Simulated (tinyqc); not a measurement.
From results back to parameters: free and nearly free electrons in a metal. Three cases, with inputs chosen for the exercise.

Problem. A free-electron metal with 2 atoms in the cubic cell and z electrons an atom has EF = c kF^2/m, (hbar omega_p)^2 = 8 pi c (e^2/(4 pi eps0)) n/m and kF = (3 pi^2 n)^(1/3), c = hbar^2/2m0.

Constants: hbar^2/2m0 = 3.80998211 eV angstrom^2; e^2/(4 pi eps0) = 14.39964547 eV angstrom.

Find: kF; m; z.

Method. (hbar omega_p)^2/EF = (8/(3 pi)) (e^2/(4 pi eps0)) kF gives kF; EF then gives m, and n = kF^3/(3 pi^2) gives z.

Case 1.

Values chosen (out of a larger set: near those of K; not measured data): a = 5.205 angstrom (bcc lattice constant).

EF = 2.13656 eV
hbar omega_p = 4.42223 eV

Solution.

kF = 0.7489 1/angstrom
m = 1.00 m0
z = 1.00

Case 2.

Values chosen (out of a larger set: near those of Li; not measured data): a = 3.481 angstrom (bcc lattice constant).

EF = 3.64651 eV
hbar omega_p = 7.06449 eV

Solution.

kF = 1.1197 1/angstrom
m = 1.31 m0
z = 1.00

Case 3.

Values chosen (out of a larger set: near those of K; not measured data): a = 5.298 angstrom (bcc lattice constant).

EF = 2.06221 eV
hbar omega_p = 4.30630 eV

Solution.

kF = 0.7357 1/angstrom
m = 1.00 m0
z = 1.00

Computed by tinyqc, one run a case: `OMP_NUM_THREADS=1 python tinyqc.py N N+1 out.jsonl` with N = 1650979, 1651108, 1651187; one thread of a shared Intel(R) Xeon(R) Processor @ 2.30GHz, about 0.01 s a run at most.
